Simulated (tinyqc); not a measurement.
Circular transfer-length structure: two steps of the calculation.

A disc contact of radius r0 and a very wide ring contact from r1 = r0 + sp outwards lie on a thin layer; the metal has no resistance and the sheet resistance under the contacts equals Rsh.

Values chosen for this exercise: sheet resistance of the semiconductor layer Rsh = 1900 ohm/sq; specific contact resistivity rc = 6.1e-7 ohm cm^2; radius of the inner contact r0 = 5.2 um; gap between the contacts sp = 5.1 um.

Question 1. The three parts of the resistance. Transfer length Lt = sqrt(rc/Rsh). R = (Rsh/2 pi) [(Lt/r0) I0(r0/Lt)/I1(r0/Lt) + ln(r1/r0) + (Lt/r1) K0(r1/Lt)/K1(r1/Lt)] with modified Bessel functions; for r0 >> Lt both ratios tend to 1.

Wanted: Lt; I0/I1; K0/K1; inner contact; gap; outer contact; R.

Answer 1.

Lt = 0.1792 um
I0/I1 = 1.018
K0/K1 = 0.9914
inner contact = 10.60 ohm
gap = 206.7 ohm
outer contact = 5.215 ohm
R = 222.5 ohm

The contacts make up 7.11 % of R.

Question 2. The large-radius form. Large radius: R = (Rsh/2 pi) [Lt (1/r0 + 1/r1) + ln(r1/r0)], and linearised for sp << r0: Rsh (sp + 2 Lt)/(2 pi r0).

Wanted: large-radius R; linearised R.

Answer 2.

large-radius R = 222.36 ohm
linearised R = 317.42 ohm

Computed by the program tinyqc: `OMP_NUM_THREADS=1 python tinyqc.py 2760095 2760096 out.jsonl`, one thread of a shared Intel Xeon 2.30GHz, about 0.01 s for the whole run.
